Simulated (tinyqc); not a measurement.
# p-type polysilicon, carrier trapping at grain boundaries: effect of the doping

One-dimensional grains of size Lg, uniform ionised doping N, monovalent traps Qt at each boundary at a depth Et below (for electrons) or above (for holes) the band edge there, abrupt depletion of width W on each side of a boundary, Boltzmann statistics. xi is the distance from the band edge at the grain centre to the Fermi level. Trapped charge Qt/(1 + exp((xi + VB - Et)/Vt)) = 2 N W, barrier VB = q N W^2/(2 eps0 eps_r).

If the trap equation with xi = Vt ln(NB/N) has a root W < Lg/2, the grain is partly depleted; otherwise W = Lg/2 and the trap equation gives xi = Et - VB + Vt ln(Qt/(N Lg) - 1). N* = Qt/Lg. n0 = NB exp(-xi/Vt); mean density n0 (1 - 2 W/Lg) by charge balance in a partly depleted grain, and n0 (sqrt(pi)/2) erf(u)/u with u = sqrt(VB/Vt) in a fully depleted one; v = sqrt(kB T/(2 pi ms m0)); barrier resistivity Vt exp(VB/Vt)/(q fe n0 v Lg); grain resistivity (1 - 2 W/Lg)/(q n0 mug); effective mobility 1/(q mean density total resistivity). Rows with xi above 0.45 V, towards mid-gap, are left out, since the other carrier type is ignored.

Inputs (values chosen for the exercise); values of the order met in polycrystalline silicon: temperature T = 300 K; relative permittivity eps_r = 11.7; valence-band density of states at T NB = 2.65e19 cm^-3; grain size Lg = 110 nm; trap density of a grain boundary Qt = 2.1e12 cm^-2; depth of the trap level from the majority band edge at the boundary Et = 0.39 eV; mass for thermionic emission ms = 0.49 m0; correction factor of the emission rate fe = 1; mobility inside the grains mug = 52 cm^2/(V s).

Constants: q = 1.602176634e-19 C, kB = 1.380649e-23 J/K, m0 = 9.1093837015e-31 kg, Vt = kB T/q, eps0 = 8.8541878128e-14 F/cm where lengths are in cm. Results are converted to the units shown.

Effect of the doping:
columns A: N (cm^-3); B: N/N*; C: depleted share 2 W/Lg; D: VB (V); E: xi (V); F: mean density (cm^-3); G: resistivity (ohm cm); H: effective mobility (cm^2/(V s))
```
A             B        C        D        E         F        G       H
9.5e15  0.04976    1.000  0.02222   0.4440  7.127e11     9798   893.8
2e16     0.1048    1.000  0.04678   0.3987  3.303e12     4385   430.9
4.2e16   0.2200    1.000  0.09825   0.3245  4.241e13     1819   80.91
8.9e16   0.4662    1.000   0.2082   0.1853  6.378e15    587.5   1.666
1.9e17   0.9952   0.7303   0.2370   0.1277  5.124e16    193.0  0.6311
3.9e17    2.043   0.4687   0.2004   0.1091  2.072e17    22.94   1.313
8.2e17    4.295   0.2327   0.1039  0.08985  6.292e17   0.3710   26.74
1.7e18    8.905   0.1123  0.05015  0.07100  1.509e18  0.07830   52.82
3.6e18    18.86  0.05303  0.02368  0.05161  3.409e18  0.03422   53.50
7.6e18    39.81  0.02512  0.01122  0.03229  7.409e18  0.01617   52.09
```

What does the table show?

As N goes from 9.5e15 to 7.6e18, VB goes from 0.0222 through a maximum of 0.237 (at N = 1.9e17 among the rows listed) to 0.0112 V, the resistivity falls from 9800 to 0.0162 ohm cm and the effective mobility moves up and down between 0.631 and 894 cm^2/(V s). The steepest fall of the resistivity among the rows, as N^(-5.5), lies between N = 3.9e17 and 8.2e17 cm^-3; N* = 1.91e17 cm^-3. While the grain is fully depleted VB grows as N; once the traps are full it falls as 1/N. For N = 3.6e18, 7.6e18 xi is under 2.5 Vt, where Boltzmann statistics begin to fail. For N = 9.5e15, 3.6e18, 7.6e18 VB is below Vt, where abrupt depletion and thermionic emission are rough. For N = 8.9e16 the grain is near the changeover between partial and full depletion, within a few Debye lengths, where both limits are rough. For N = 9.5e15, 2e16, 4.2e16, 1.7e18, 3.6e18, 7.6e18 the effective mobility exceeds mug, since drift through the depleted part of the grain is left out.

tinyqc, about 0.01 s, one thread, Intel Xeon 2.30GHz (shared host): `OMP_NUM_THREADS=1 python tinyqc.py 2830129 2830130 out.jsonl`
